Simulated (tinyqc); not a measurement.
Worked calculation: coupled-perturbed Hartree-Fock on RHF in the 6-311g basis, for H2, spin multiplicity 1. One step of it, computed by the program tinyqc.

Task: Coupled step 1. U_ai = -(mu_ai + sum_bj [4 (ai|bj) - (ab|ij) - (aj|bi)] U_bj) / (e_a - e_i); alpha = -4 sum U_ai mu_ai.

uncoupled U:
```
           i1
a2   1.326994
a3   0.000000
a4  -0.396978
a5   0.000000
a6   0.000219
```

dipole integrals <a|z|i> (bohr):
```
           i1
a2  -0.976966
a3   0.000000
a4   0.476978
a5   0.000000
a6  -0.000712
```

orbital energies (hartree): MO1 -0.577385, MO2 0.158840, MO3 0.311169, MO4 0.624136, MO5 2.495796, MO6 2.672038

Two-electron integrals over orbitals (pq|rs), unique and non-zero (hartree):
```
(11|11) 0.629125    (21|21) 0.051126    (22|11) 0.351739    (22|22) 0.301018
(31|11) -0.130967   (31|22) -0.027406   (31|31) 0.054702    (32|21) 0.021787
(32|32) 0.037589    (33|11) 0.362749    (33|22) 0.274930    (33|31) -0.036514
(33|33) 0.281853    (41|21) -0.065838   (41|32) -0.005273   (41|41) 0.104434
(42|11) -0.137035   (42|22) -0.047283   (42|31) 0.040881    (42|33) -0.046826
(42|42) 0.055889    (43|21) 0.033688    (43|32) 0.017607    (43|41) -0.043369
(43|43) 0.028924    (44|11) 0.493852    (44|22) 0.328439    (44|31) -0.082184
(44|33) 0.313118    (44|42) -0.103236   (44|44) 0.429716    (51|11) -0.088853
(51|22) -0.011472   (51|31) 0.048865    (51|33) -0.022869   (51|42) 0.026449
(51|44) -0.057046   (51|51) 0.084861    (52|21) -0.001475   (52|32) 0.003135
(52|41) 0.007732    (52|43) -0.008088   (52|52) 0.011753    (53|11) 0.107372
(53|22) 0.032097    (53|31) -0.039247   (53|33) 0.035374    (53|42) -0.034876
(53|44) 0.072529    (53|51) -0.044126   (53|53) 0.036252    (54|21) 0.007841
(54|32) -0.019030   (54|41) -0.030625   (54|43) 0.010890    (54|52) -0.018405
(54|54) 0.043344    (55|11) 0.628512    (55|22) 0.344716    (55|31) -0.136028
(55|33) 0.360343    (55|42) -0.136588   (55|44) 0.492705    (55|51) -0.125685
(55|53) 0.122947    (55|55) 0.675541    (61|21) -0.028853   (61|32) 0.015200
(61|41) 0.064485    (61|43) -0.030176   (61|52) 0.026575    (61|54) -0.058310
(61|61) 0.091865    (62|11) -0.026079   (62|22) 0.010524    (62|31) 0.021425
(62|33) -0.001443   (62|42) 0.004502    (62|44) -0.010969   (62|51) 0.035180
(62|53) -0.015181   (62|55) -0.042956   (62|62) 0.021883    (63|21) 0.030078
(63|32) -0.001423   (63|41) -0.051145   (63|43) 0.021210    (63|52) -0.009186
(63|54) 0.027553    (63|61) -0.047802   (63|63) 0.032730    (64|11) 0.143792
(64|22) 0.026934    (64|31) -0.061101   (64|33) 0.043808    (64|42) -0.045121
(64|44) 0.092427    (64|51) -0.076816   (64|53) 0.051114    (64|55) 0.173960
(64|62) -0.035500   (64|64) 0.089363    (65|21) 0.086539    (65|32) 0.006970
(65|41) -0.139567   (65|43) 0.066112    (65|52) -0.030601   (65|54) 0.075660
(65|61) -0.133703   (65|63) 0.088101    (65|65) 0.257276    (66|11) 0.665117
(66|22) 0.362161    (66|31) -0.154088   (66|33) 0.369477    (66|42) -0.152216
(66|44) 0.528536    (66|51) -0.162940   (66|53) 0.142548    (66|55) 0.727335
(66|62) -0.053554   (66|64) 0.204346    (66|66) 0.805728
```

Give: U after step 1; polarisability.

Result:

U after step 1:
```
        i1
a2   1.652
a3   0.000
a4  -0.390
a5   0.000
a6   0.031
```

polarisability = 7.199 bohr^3
